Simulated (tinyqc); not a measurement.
Inside a calculation. Model: leakage through a gate insulator: direct, Fowler-Nordheim, trap-assisted and Poole-Frenkel currents. Computed by tinyqc, a small Python program that keeps every step. Command: `OMP_NUM_THREADS=1 python tinyqc.py 3015057 3015058 out.jsonl oxideleak walk`. One thread of a shared host (Intel(R) Xeon(R) Processor @ 2.30GHz), about 0.01 s of CPU time with the checks. Intermediate numbers are printed to about 6 digits and carried at full precision; extremes and crossings named in words are read from the listed rows.

Electrons enter from the cathode Fermi level at x = 0; the conduction band of the insulator lies phi_b - e F x above it, F = V/t. WKB exponents use a parabolic band with mass m.

Inputs (values chosen for the exercise, with an insulator like SiO2):
```
quantity,value,unit
thickness t,1.8,nm
barrier phi_b,3.13,eV
tunnelling mass m,0.41,m_0
static constant eps_ox,4.05,-
optical constant eps_opt,2.17,-
voltage across the insulator V,1.3,V
trap depth phi_t,1.8,eV
trap density N_t,1.3e+17,cm^-3
attempt rate nu_0,2e+13,1/s
activation of capture E_a,0.19,eV
temperature T,200,K
```

Constants: hbar^2/(2 m_0) = 3.80998212 eV angstrom^2; e = 1.602176634e-19 C; hbar = 1.054571817e-34 J s; k_B = 8.617333262e-05 eV/K; eps_0 = 8.8541878128e-12 F/m.

## Field and tunnelling without traps

For a level a distance phi(x) below the band, the WKB exponent is 2 int kappa dx with kappa = sqrt(m phi/(hbar^2/2m_0)); for a linear barrier from phi_1 down to phi_2 = max(phi_1 - e F d, 0) it is G = (4/3) sqrt(m/(hbar^2/2m_0)) (phi_1^(3/2) - phi_2^(3/2))/(e F). J_tun = e^3 F^2/(16 pi^2 hbar m phi_b) x exp(-G) / [1 - sqrt(phi_2/phi_b)]^2 with the free-electron mass in the cathode (m in m_0), phi_2 = max(phi_b - e V, 0): direct tunnelling for e V < phi_b, Fowler-Nordheim above. Image forces, back-flow and the limit on supply are left out, so J_tun is overstated below about 0.5 V. Equivalent oxide thickness = 3.9 t/eps_ox.

field F = 7.22222 MV/cm

equivalent oxide thickness = 1.73333 nm

WKB exponent G = 18.5437

tunnelling current J_tun = 10.0001 A/cm^2

The barrier is a trapezoid: direct tunnelling.

## One trap at several depths

A trap at depth x lies phi_t below the band. Capture: tunnel at the cathode Fermi level from 0 to x (G_in from phi_1 = phi_b), rate nu_0 exp(-G_in - E_c/k_B T) with E_c = E_a + max(phi_b - phi_t - e F x, 0), the last term being the height of the trap above the cathode Fermi level. Emission: tunnel from the trap level to the anode (G_out from phi_1 = phi_t over t - x), rate nu_0 exp(-G_out - E_a/k_B T). Re-emission to the cathode follows from detailed balance, rate_back = rate_in exp(dE/k_B T) with dE = phi_b - phi_t - e F x. Each trap passes R = rate_in rate_out/(rate_in + rate_back + rate_out) electrons per second; filling from the anode is left out. Depths: t times 0.08, 0.2, 0.32, 0.44, 0.56, 0.68, 0.8 and 0.92, rounded to 0.01 nm.

Rates:
```
x (nm),G_in,G_out,E_c (eV),rate in (1/s),rate back (1/s),rate out (1/s),R (1/s)
0.14,1.6118,11.8029,1.41889,7.02415e-24,6.50475e+07,2.43953e+03,2.63422e-28
0.36,4.0906,10.6128,1.26000,5.94144e-21,5.45387e+06,8.01939e+03,8.72348e-24
0.58,6.5017,9.2909,1.10111,5.37764e-18,4.89307e+05,3.00787e+04,3.11430e-19
0.79,8.7383,7.9171,0.94944,3.81157e-15,5.22711e+04,1.18822e+05,2.64708e-15
1.01,11.0112,6.3695,0.79056,3.96092e-12,5.38432e+03,5.58456e+05,3.92310e-12
1.22,13.1118,4.7957,0.63889,3.21621e-09,6.58940e+02,2.69472e+06,3.21542e-09
1.44,15.2377,3.0515,0.48000,3.87188e-06,7.86321e+01,1.54169e+07,3.87186e-06
1.66,17.2842,1.2149,0.32111,5.04614e-03,1.01581e+01,9.67469e+07,5.04614e-03
```

The most effective of these traps sits at 1.66 nm, 92 % of the way; where rate back exceeds rate out, re-emission drains the trap, and elsewhere the slower forward step limits R; here capture limits, and the best depth is where the trap level drops to the cathode Fermi level.

## Trap-assisted current

J_TAT = e N_t int_0^t R dx by the midpoint rule on 400 intervals; the most effective depth is the midpoint with the largest R, rounded to 0.01 nm.

trap-assisted current J_TAT = 3.19059e-11 A/cm^2

most effective depth = 1.8 nm

## Poole-Frenkel bound

Poole-Frenkel emission over the lowered barrier of a charged trap: lowering sqrt(e F/(pi eps_opt eps_0)); J_PF = e N_t^(2/3) nu_0 exp(-(phi_t - lowering)/k_B T), one sheet of traps emitting with supply unlimited (an upper bound).

barrier lowering = 1.38456 eV

Poole-Frenkel bound J_PF = 2.79500e-05 A/cm^2

Caution: the film is too thin for the Poole-Frenkel picture (the lowering is a large part of the whole drop, or the traps are further apart than the film is thick), so J_PF is only nominal.

## Total without and with traps

J = J_tun + J_TAT (the Poole-Frenkel bound is not added); the ratio J/J_tun is the excess that stress-made traps add.

total current J = 10.0001 A/cm^2

J/J_tun = 1

## Against voltage

The formulas are those given above.

Currents:
```
V (V),F (MV/cm),J_tun (A/cm^2),J_TAT (A/cm^2),best depth (nm)
0.22,1.2222,1.7143,1.69767e-36,0.83
0.44,2.4444,2.4149,1.32763e-32,1.80
0.66,3.6667,3.4287,2.15893e-27,1.80
0.88,4.8889,4.9092,6.65881e-22,1.80
1.10,6.1111,7.0940,2.49813e-16,1.80
1.32,7.3333,10.3544,1.03749e-10,1.80
1.54,8.5556,15.2811,1.00036e-08,1.55
1.76,9.7778,22.8291,7.86294e-08,1.36
1.98,11.0000,34.5722,3.71632e-07,1.21
```

Tunnelling without traps rules in every row. Over the range J_tun grows by 1.3 decades and J_TAT by 29.3. The highest rows may lie beyond breakdown. Below about 0.5 V the formula for J_tun, which has no back-flow, overstates the current.

## Against thickness at fixed field

The formulas are those given above.

Currents:
```
t (nm),V (V),J_tun (A/cm^2),J_TAT (A/cm^2)
1.2,0.86667,6.88710e+03,1.10277e-19
1.6,1.15556,7.99246e+01,4.51413e-14
2.2,1.58889,2.06490e-01,5.84898e-10
3.0,2.16667,2.64238e-04,6.10811e-10
4.0,2.88889,6.70026e-07,6.06309e-10
5.5,3.97222,1.70733e-07,6.01706e-10
7.5,5.41667,1.70733e-07,6.02092e-10
10.0,7.22222,1.70733e-07,6.04055e-10
```

Between the first rows J_tun falls by 4.84 decades per nm. From t = phi_b/(e F) = 4.33 nm it stops changing, since a triangular barrier does not feel the thickness. J_TAT stays below J_tun at all these thicknesses.

Checks made by the program: the WKB exponent by quadrature (relative difference below 1e-10); the integral with twice the points (relative difference 7e-04).
